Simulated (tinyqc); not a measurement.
Yield over energy: physical sputtering: collision-cascade yield, angular dependence, faceting and resputtering in deposition. Computed by tinyqc, a small Python program. Command: `OMP_NUM_THREADS=1 python tinyqc.py 3011179 3011180 out.jsonl sputter walk`. One thread of a shared host (Intel(R) Xeon(R) Processor @ 2.30GHz), about 0.01 s of CPU time with the checks.

Ions start collision cascades; atoms that reach the surface with more than U leave. The target is amorphous or fine-grained.

Inputs (values chosen for the exercise, modelled on neon ions on titanium):
```
quantity,value,unit
ion Z1,10,-
ion mass M1,20.2,u
target Z2,22,-
target mass M2,47.9,u
surface binding energy U,4.85,eV
target density N,56.7,1/nm^3
fit factor Q,0.5,-
ion energy E,430,eV
current density J,0.18,mA/cm^2
```

Constants: e = 1.602176634e-19 C.

Method. gamma = 4 M1 M2/(M1 + M2)^2; threshold E_th = 6.7 U/gamma for M1 >= M2, else U (1 + 5.7 M1/M2)/gamma. eps = 0.03255 M2 E/(Z1 Z2 (M1 + M2) z), z = (Z1^(2/3) + Z2^(2/3))^(1/2), E in eV; s_n = 3.441 sqrt(eps) ln(eps + 2.718)/(1 + 6.355 sqrt(eps) + eps (6.882 sqrt(eps) - 1.708)); S_n = 84.78 Z1 Z2 M1 s_n/((M1 + M2) z) in eV angstrom^2; alpha = 0.249 (M2/M1)^0.56 + 0.0035 (M2/M1)^1.5 for M1 <= M2, else 0.0875 (M2/M1)^(-0.15) + 0.165 M2/M1; Y0 = 0.042 Q alpha S_n/U [1 - sqrt(E_th/E)]^2.5 (the electronic-loss factor of the full formula is dropped). Erosion rate = Y0 J/(e N); 1 cm^2 = 1e14 nm^2.

threshold E_th = 19.7810 eV

Normal incidence:
```
E (eV),eps,S_n (eV angstrom^2),Y0,Y0 per keV
50,1.4722e-03,166.50,0.0252,0.50366
100,2.9443e-03,218.17,0.0904,0.90406
200,5.8886e-03,279.70,0.1963,0.98153
300,8.8329e-03,319.79,0.2747,0.91566
500,1.4722e-02,373.65,0.3872,0.77431
1000,2.9443e-02,450.16,0.5559,0.55590
2000,5.8886e-02,525.57,0.7296,0.36481
5000,1.4722e-01,608.39,0.9329,0.18658
10000,2.9443e-01,638.83,1.0285,0.10285
30000,8.8329e-01,580.29,0.9808,0.03269
100000,2.9443e+00,384.78,0.6699,0.00670
```

The yield per keV peaks at 200 eV among these rows, 10 times the threshold, the most economical range for removing atoms. Y0 varies as E^1.84 between the first rows and as E^-0.32 at the end; it peaks near 10000 eV, close to the broad maximum of nuclear stopping. Caution: the electronic-loss factor, dropped here, would lower the yields at the highest energies slightly.

Extremes, crossings and ranges named in words are read from the listed rows.
